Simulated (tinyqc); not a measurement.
Electroplating on a thin resistive seed layer: kinetics, Wagner number and the terminal effect across a wafer: one step, computed by the program tinyqc.

Current enters the seed at the rim. The bath is treated as a local resistance per area (no lateral flow in the liquid), two electrons per ion, molar volume 7.11 cm^3/mol, Faraday constant F = e N_A, kinematic viscosity 0.01 cm^2/s, omega = 2 pi x rpm/60; k_B T/e is in volts.

Question. Rate, limit and resistances. Growth rate = i V_m/(2 F). Levich limit i_L = 0.62 x 2 F D^(2/3) omega^(1/2) nu^(-1/6) c. Tafel overpotential eta = (k_B T/(alpha e)) ln(i/i_0); kinetic resistance k_B T/(alpha e i); bath resistance h/kappa + plate; R_s = resistivity/t; Wagner number = kinetic resistance x kappa/R.

Inputs (values chosen for the exercise, of the order of those for copper plating on a thin cobalt or ruthenium seed):
```
quantity                               value         unit
wafer radius R                            15           cm
seed thickness t                          60           nm
seed resistivity                         6.2  microohm cm
bath conductivity kappa                 0.31         S/cm
gap to the anode h                        11           cm
extra resistance of a porous plate       160     ohm cm^2
exchange current density i_0           0.057      mA/cm^2
cathodic transfer coefficient alpha      0.3            -
mean current density                     8.5      mA/cm^2
diffusivity of the metal ion         4.8e-06       cm^2/s
metal ion concentration                 0.48        mol/L
rotation rate                            100          rpm
temperature T                            298            K
```

Constants: e = 1.602176634e-19 C; N_A = 6.02214076e+23 1/mol; k_B = 8.617333262e-05 eV/K.

Give: growth rate; limiting current i_L; overpotential; kinetic resistance; bath resistance R_b; sheet resistance R_s; Wagner number.

Answer.

growth rate = 187.9 nm/min

limiting current i_L = 113.9 mA/cm^2

overpotential = 428.4 mV

kinetic resistance = 10.07 ohm cm^2

bath resistance R_b = 195.5 ohm cm^2

sheet resistance R_s = 1.033 ohm/square

Wagner number = 0.2081
